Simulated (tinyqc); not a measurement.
Bond length, ionicity and dielectric constant: Penn model of the dielectric constant and Phillips ionicity.

n = 32/a^3; Ep^2 = 8 pi c e2 n with c = hbar^2/2m0, e2 = e^2/(4 pi eps0); EF = c (3 pi^2 n)^(2/3); eps = 1 + (Ep/Eg)^2 S with S = 1 - Eg/(4 EF) + (Eg/(4 EF))^2/3, Eg the Penn gap. Core d shells are left out.

Phillips: bond length d = sqrt(3) a/4; homopolar gap Eh = 39.74 d^(-2.48) eV (d in angstrom); Eg^2 = Eh^2 + C^2; ionicity fi = C^2/Eg^2.

Constants: hbar^2/2m0 = 3.80998211 eV angstrom^2; e^2/(4 pi eps0) = 14.39964547 eV angstrom.

Each case gives a and C, chosen for the exercise.

Results:
```
case          a (angstrom)  C (eV)  Eh (eV)  Eg (eV)  Ep (eV)    eps     fi
near Ge              5.642    0.00     4.34     4.34    15.67  12.88  0.000
near ZnSe            5.686    5.58     4.25     7.02    15.49   5.16  0.632
near diamond         3.553    0.00    13.65    13.65    31.36   5.68  0.000
near GaN             4.482    8.02     7.67    11.10    22.14   4.40  0.522
near Si              5.429    0.00     4.77     4.77    16.61  11.99  0.000
near SiC             4.363    4.23     8.20     9.23    23.05   6.52  0.210
```

eps runs from 4.40 (near GaN) to 12.88 (near Ge). Eg varies by a factor 3.15 and Ep by 2.02; the order of eps is not simply the reverse order of Eg, since Ep varies too. Without the d-shell correction the model runs low for the heavier compounds.

Program tinyqc; command `OMP_NUM_THREADS=1 python tinyqc.py 1682110 1682111 out.jsonl`; about 0.01 s on one thread of a shared Intel(R) Xeon(R) Processor @ 2.30GHz.
